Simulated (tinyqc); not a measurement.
# Worked calculation: thin-film transistor with exponential tail and deep states, accumulation layer

Computed by the program tinyqc: `OMP_NUM_THREADS=1 python tinyqc.py 2610011 2610012 out.jsonl`, one thread of a shared Intel Xeon 2.30GHz, about 0.01 s for the whole run. Printed values are rounded.

An undoped film in accumulation, thicker than the space-charge layer. With band bending psi the Fermi level lies E0 - psi below the band edge. Free electrons n = n0 exp(psi/Vt) carry the current; electrons in two exponential distributions of traps, a = a0 exp(psi/Va) and d = d0 exp(psi/Vp), do not. Linear regime, ohmic contacts, traps in equilibrium.

Parameters, values chosen for the exercise; values close to those of amorphous silicon:
- T = 250 K (temperature)
- eps_r = 11.8 (relative permittivity of the semiconductor)
- Nc = 4.1e19 cm^-3 (density of extended states)
- mb = 13 cm^2/(V s) (band mobility)
- Nt = 9.6e19 cm^-3 (total density of tail states)
- Tt = 350 K (characteristic temperature of the tail)
- Nd = 6.5e17 cm^-3 (total density of deep states)
- Td = 940 K (characteristic temperature of the deep states)
- E0 = 0.66 eV (bulk Fermi level below the band edge)
- Ci = 17 nF/cm^2 (gate capacitance)
- WL = 20 (ratio W/L)
- Vd = 0.1 V (drain voltage)
- Vg = 12 V (gate voltage above flat band)

Constants: q = 1.602176634e-19 C, kB = 1.380649e-23 J/K, Vt = kB T/q, eps0 = 8.8541878128e-14 F/cm where lengths are in cm. Results are converted to the units shown.

Range of the model: The th form assumes a Fermi level far below the band edge; at the surface it overcounts the filled tail by a factor of about 1.2.

## Bulk densities

Va = kB Tt/q, Vp = kB Td/q; n0 = Nc exp(-E0/Vt), a0 = Nt th(T/Tt) exp(-E0/Va), d0 = Nd th(T/Td) exp(-E0/Vp), th(x) = pi x/sin(pi x).

Va = 0.0301607 V
Vp = 0.0810029 V
th(T/Tt) = 2.87018
n0 = 2.03128e6 cm^-3
a0 = 8.64168e10 cm^-3
d0 = 2.11889e14 cm^-3

## Iteration 1: surface potential by Newton steps

psi at the start = 0.56 V

Va = kB Tt/q, Vp = kB Td/q. G(psi) = sum over the three kinds of c0 [V (exp(psi/V) - 1) - psi], field F = sqrt(2 q G/(eps0 eps_r)); Vg = psi + eps0 eps_r F/Ci at the surface. f = psi + eps0 eps_r F/Ci - Vg, f' = 1 + q rho/(Ci F) with rho = sum c0 (exp(psi/V) - 1); psi(new) = psi - f/f'.

F = 316.886 kV/cm
f = 8.03536 V
f' = 316.664
psi after iteration 1 = 0.534625 V

## Iteration 2: surface potential by Newton steps

As before.

F = 211.039 kV/cm
f = 1.50475 V
f' = 206.028
psi after iteration 2 = 0.527321 V

## Course of the iteration: surface potential by Newton steps

Stop when psi changes by less than 1e-10 V, or after 30 iterations. psi must stay between 0 and 5 V.

Course of the iteration:
```
iteration   psi (V)  |change| (V)
1          0.534625        0.0254
2          0.527321       7.30e-3
3          0.526831       4.90e-4
4          0.526829       2.04e-6
5          0.526829      3.51e-11
```

Converged in 5 iterations. At the end the number of correct digits about doubles with each step.

## Free and total charge, current

psi_s = 0.526829 V

Va = kB Tt/q, Vp = kB Td/q. G(psi) = sum over the three kinds of c0 [V (exp(psi/V) - 1) - psi], field F = sqrt(2 q G/(eps0 eps_r)); Vg = psi + eps0 eps_r F/Ci at the surface. Total charge Q = Ci (Vg - psi_s); free charge Qf = q times the integral of n0 (exp(psi/Vt) - 1)/F over psi from 0 to psi_s; I = (W/L) mb Qf Vd; effective mobility mb Qf/Q.

surface densities (cm^-3): free 8.47586e16, tail 3.33126e18, deep 1.41477e17
Q = 195.044 nC/cm^2
Qf = 2.29457 nC/cm^2
effective mobility = 0.152937 cm^2/(V s)
I = 59.6588 nA

1.18 % of the induced charge is free, against 2.38 % of the electrons right at the surface.
